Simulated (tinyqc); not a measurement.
Periodic multilayer mirror for extreme ultraviolet light: sweeps and comparisons. A value that a table varies takes the place of the one given here.

s polarisation, vacuum above. q_j = sqrt(N_j^2 - sin^2 theta); interface r_jk = (q_j - q_k)/(q_j + q_k) exp(-2 (2 pi/lam)^2 q_j q_k sg^2) (Nevot-Croce; sg = 0 if not given); phase factor of a layer x_j = exp(4 pi i q_j d_j/lam). Each period has the spacer (thickness (1 - Gm) L) on top of the absorber (Gm L). In this recursion R is the amplitude; R in tables and results is the reflectance, its squared modulus. The substrate is of the spacer material. Starting with R = 0 in it, each interface upward gives R -> (r + R x)/(1 + r R x), x that of the layer below the interface (1 for the substrate).

Inputs chosen for the exercise (optical constants near those of Mo and Si at 13.5 nm; not measured data):
- lam = 13.5 nm (wavelength)
- dA = (0.075, 0.00643) (delta and beta of the absorber, N = 1 - delta + i beta)
- dS = (0.0011, 0.00185) (delta and beta of the spacer and the substrate)
- L = 7.07 nm (period)
- Gm = 0.48 (absorber share of the period)
- theta = 9 degrees (angle from the normal)
- sg = 0.2 nm (interface roughness)
- Np = 60 (periods)

## Number of periods

The last column sets both beta to zero.

Reflectance:

| periods | R | R without absorption |
|---|---|---|
| 5 | 0.118 | 0.134 |
| 10 | 0.335 | 0.417 |
| 15 | 0.507 | 0.669 |
| 20 | 0.611 | 0.829 |
| 30 | 0.691 | 0.960 |
| 40 | 0.709 | 0.991 |
| 50 | 0.713 | 0.998 |
| 60 | 0.714 | 1.000 |
| 80 | 0.714 | 1.000 |
| 100 | 0.714 | 1.000 |

What does this show, and why?

R reaches 0.709 at 40 periods and 0.714 at 100; it stays within 0.01 of the last value from 40 periods on. Without absorption the last value is 1.000: absorption, not the count of layers, caps the mirror, and the roughness, which weakens each reflection, lowers that cap further.

## Wavelength

The optical constants are held fixed.

Reflectance:

| lam (nm) | R |
|---|---|
| 12.9 | 0.089 |
| 13.0 | 0.186 |
| 13.1 | 0.324 |
| 13.2 | 0.536 |
| 13.3 | 0.637 |
| 13.4 | 0.688 |
| 13.5 | 0.714 |
| 13.6 | 0.719 |
| 13.7 | 0.682 |
| 13.8 | 0.444 |
| 13.9 | 0.226 |
| 14.0 | 0.085 |
| 14.1 | 0.107 |
| 14.2 | 0.046 |
| 14.3 | 0.052 |

How do the results move?

The largest value listed is 0.719 at 13.6 nm, against lam_B = 2 L Re(mean q) = 13.442 nm; the peak lies on the long side, where the nodes of the standing wave fall in the absorber. R exceeds half of that from 13.2 to 13.8 nm of the wavelengths listed, at least 4.4 % of the wavelength; a chain of ten mirrors narrows it, since R^10 falls to half where R has lost only 7 %.

## Absorber share

For each Gm the period is set so that lam_B = 2 L Re(mean q) equals lam - 0.09 nm.

Results:

| Gm | L (nm) | R |
|---|---|---|
| 0.15 | 6.875 | 0.558 |
| 0.20 | 6.901 | 0.653 |
| 0.25 | 6.928 | 0.697 |
| 0.30 | 6.955 | 0.718 |
| 0.35 | 6.982 | 0.727 |
| 0.40 | 7.009 | 0.728 |
| 0.45 | 7.037 | 0.724 |
| 0.50 | 7.064 | 0.713 |
| 0.60 | 7.121 | 0.675 |
| 0.70 | 7.178 | 0.603 |

What does this show?

The largest value listed is 0.728 at 0.4. The contrast of a period goes as sin(pi Gm) and is largest at 0.5, while the loss grows with Gm; R is 0.713 at 0.5, 0.718 at 0.3 and 0.603 at 0.7. Absorption pulls the best share below 0.5.

## Angle of incidence

Results:

| theta (degrees) | lam_B (nm) | R |
|---|---|---|
| 0 | 13.623 | 0.649 |
| 2 | 13.614 | 0.654 |
| 4 | 13.587 | 0.669 |
| 6 | 13.542 | 0.688 |
| 8 | 13.480 | 0.707 |
| 10 | 13.399 | 0.719 |
| 12 | 13.301 | 0.712 |
| 14 | 13.186 | 0.615 |
| 16 | 13.053 | 0.230 |
| 18 | 12.902 | 0.085 |
| 20 | 12.734 | 0.041 |

How do the results move?

lam_B = 2 L Re(mean q) falls with the angle, from 13.623 to 12.734 nm; the largest value listed is 0.719 at 10 degrees. R stays above 90 % of that value at 0, 2, 4, 6, 8, 10 and 12 degrees, which bounds the cone of light that a mask or mirror with this period accepts.

## Tolerances

R of the mirror, and R^10 for a chain of ten such mirrors. Each row changes one parameter from the base and keeps the others.

Results:

| case | R | R^10 |
|---|---|---|
| base | 0.7141 | 0.0345 |
| L = 7.11 nm | 0.6963 | 0.0268 |
| Gm = 0.52 | 0.7087 | 0.0319 |
| theta = 11 degrees | 0.7196 | 0.0372 |
| sg = 0.4 nm | 0.7026 | 0.0293 |
| dA = (0.075, 0.00772) | 0.6818 | 0.0217 |
| lam = 13.55 nm | 0.7195 | 0.0372 |

What can be read from the table?

The largest shifts from the base row, up to three for each result and ties (the steps differ in size, so this ranks the rows, not the parameters). R: dA -0.0323, L -0.0178, sg -0.0115. R^10: dA -0.0128, L -0.00769, sg -0.00519.

Run: tinyqc, `OMP_NUM_THREADS=1 python tinyqc.py 1651640 1651641 out.jsonl`; Intel(R) Xeon(R) Processor @ 2.30GHz, one thread, shared host; about 0.01 s of CPU time with all checks.
